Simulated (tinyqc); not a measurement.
Raising U: Hubbard chain of 4 sites, mean field against exact. Computed by the program tinyqc. Collinear unrestricted mean field (the lowest of 40 random starts) against exact diagonalisation.

one-body matrix (hopping and site energies) (eV):
```
         1        2        3        4
1   0.0000  -1.6000   0.0000   0.0000
2  -1.6000   0.0000  -1.6000   0.0000
3   0.0000  -1.6000   0.0000  -1.6000
4   0.0000   0.0000  -1.6000   0.0000
```

electrons, up and down: 2  1

Exact and mean-field results (eV):

| U | U/t | E exact | E mean field | mean \|n_up - n_down\| | double occupancy, exact | first gap in the sector |
|---|---|---|---|---|---|---|
| 0.800 | 0.500 | -5.78910 | -5.77020 | 0.250 | 0.111 | 1.576 |
| 1.600 | 1.000 | -5.45585 | -5.38183 | 0.250 | 0.097 | 1.514 |
| 3.200 | 2.000 | -4.91126 | -4.64134 | 0.250 | 0.074 | 1.338 |
| 4.800 | 3.000 | -4.50285 | -3.99646 | 0.377 | 0.055 | 1.157 |
| 6.400 | 4.000 | -4.19702 | -3.50613 | 0.498 | 0.041 | 1.000 |
| 9.600 | 6.000 | -3.78647 | -2.91093 | 0.626 | 0.025 | 0.767 |
| 12.800 | 8.000 | -3.53291 | -2.68334 | 0.728 | 0.016 | 0.613 |
| 19.200 | 12.000 | -3.24541 | -2.54060 | 0.741 | 0.008 | 0.431 |
| 32.000 | 20.000 | -2.99323 | -2.42897 | 0.747 | 3.05e-03 | 0.268 |

What does the comparison show, and why?

In absolute terms mean field is worst at U/t = 6.0, 0.876 eV too high: at small U it is nearly exact, and at large U it still misses the motion of the hole through a fluctuating spin background. Relative to the exact energy its error is 0.3 % at the smallest U, 24 % at most and 19 % at the largest. The double occupancy falls from 0.111 to 0.003.
